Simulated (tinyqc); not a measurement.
Inside a calculation. Model: deep-level transient spectroscopy (DLTS) of one majority-carrier trap. Computed by tinyqc, a small Python program that keeps every step. Command: `OMP_NUM_THREADS=1 python tinyqc.py 3018923 3018924 out.jsonl dlts walk`. One thread of a shared host (Intel(R) Xeon(R) Processor @ 2.30GHz), about 0.07 s of CPU time with the checks. Intermediate numbers are printed to about 7 digits and carried at full precision; extremes and crossings named in words are read from the listed rows.

A filling pulse loads the traps in a one-sided junction; under reverse bias they empty at the rate e, and the capacitance relaxes as C(t) = C_0 - dC exp(-e t). The signal is S = [C(t_2) - C(t_1)]/dC.

Inputs (values chosen for the exercise, with mass and screening modelled on beta-Ga2O3):
```
quantity                    value   unit
density-of-states mass m    0.273    m_0
valleys M                       1      -
trap depth E_t              0.393     eV
cross-section sigma_0       4e-14   cm^2
degeneracy ratio g              1      -
gate time t_1               0.005      s
ratio t_2/t_1                   4      -
temperature T                 184      K
doping N                  4.6e+14  cm^-3
trap density N_t            1e+12  cm^-3
dielectric constant eps      10.2      -
built-in voltage V_b          1.1      V
reverse bias V_r              8.2      V
diode area                0.00052   cm^2
mean field F                19000   V/cm
```

Carriers: electrons. Extra term: Poole-Frenkel lowering.

Constants: k_B = 8.617333262e-05 eV/K; k_B = 1.380649e-23 J/K; m_0 = 9.1093837015e-31 kg; h = 6.62607015e-34 J s; e = 1.602176634e-19 C; eps_0 = 8.8541878128e-12 F/m.

## Emission rate at T

e = g sigma v N_b exp(-E/k_B T), v = sqrt(3 k_B T/m), N_b = 2 M (2 pi m k_B T/h^2)^(3/2), sigma = sigma_0, E = E_t - dE with the one-dimensional Poole-Frenkel lowering dE = sqrt(e^3 F/(pi eps eps_0)), F being held as an input apart from the bias (the centre is charged when empty).

thermal velocity v = 1.750594e+07 cm/s

N_b = 1.719336e+18 cm^-3

sigma = 4.00e-14 cm^2

E = 0.3602446 eV

emission rate e = 163.4822 1/s

## Rate window and signal

S(e) = exp(-e t_1) - exp(-e t_2) peaks at the rate window e_0 = ln(t_2/t_1)/(t_2 - t_1).

rate window e_0 = 92.41962 1/s

peak height S_max = 0.4724704

signal at T = 0.4035535

At this T the trap empties faster than the window, by a factor 1.77: the point lies on the high-temperature side of the peak.

## Peak temperature and width

T_p solves e(T) = e_0 (bisection between 15 and 1500 K); the half-height points solve S = S_max/2 on either side.

peak temperature T_p = 179.8466 K

lower half-height point = 169.6045 K

upper half-height point = 188.2504 K

full width = 18.64583 K

The width is 10.4 % of T_p, and E_t is 25.4 k_B T_p.

## Peaks for six windows

t_1 is scaled by 0.1, 0.3, 1, 3, 10 and 30 at fixed t_2/t_1; each T_p by bisection.

Arrhenius data:
```
t_1 (s)     e_0 (1/s)   T_p (K)  1/(k_B T_p) (1/eV)  ln(e_0/T_p^2)
0.0005   9.241962e+02  197.8211            58.66168      -3.745802
0.0015   3.080654e+02  188.8350            61.45321      -4.751435
0.0050   9.241962e+01  179.8466            64.52455      -5.857869
0.0150   3.080654e+01  172.3342            67.33729      -6.871144
0.0500   9.241962e+00  164.7665            70.43008      -7.985305
0.1500   3.080654e+00  158.3998            73.26093      -9.005103
```

## Arrhenius fit

Least squares of ln(e_0/T_p^2) on 1/(k_B T_p): slope -E_a, intercept ln(gamma sigma_a) with gamma = v N_b/T^2 = sqrt(3 k_B/m) 2 M (2 pi m k_B/h^2)^(3/2). For comparison, the slope of ln e_0 alone.

apparent depth E_a = 0.3602446 eV

intercept = 17.38675

gamma = 8.890180e+20 cm^-2 s^-1 K^-2

apparent cross-section = 4.000000e-14 cm^2

slope without T^2 = 0.3906665 eV

The apparent depth is 0.3602 eV against E_t = 0.393 eV, and the apparent cross-section is 1.000 times sigma_0: the field lowers the slope, so the depth must be extrapolated to zero field against sqrt(F). Leaving out the T^2 factor overstates the slope by 30 meV, about 2 k_B T_p.

## Signal size and trap density

W = sqrt(2 eps eps_0 (V_b + V_r)/(e N)), C_0 = eps eps_0 area/W. The pulse goes to zero bias, W_0 = W(V_r = 0). Traps within lambda = sqrt(2 eps eps_0 (E_t - E_F)/(e^2 N)) of the depletion edge stay filled, with E_F = k_B T_p ln(N_b/N) from the band, N_b = 2 M (2 pi m k_B T_p/h^2)^(3/2) (dopants taken as fully ionised). dC = C_0 (N_t/2N) f, f = [(W - lambda)^2 - max(W_0 - lambda, 0)^2]/W^2. The simple estimate is 2 N dC/C_0.

depletion width W = 4.774158 micrometre

C_0 = 0.9836836 pF

lambda = 0.8074759 micrometre

f = 0.6597879

transient amplitude dC = 0.7054593 fF

simple estimate of N_t = 6.597879e+11 cm^-3

The simple estimate finds 66 % of the traps.

Checks made by the program: the maximum of S(T) on a fine grid against T_p (relative difference below 1e-10).
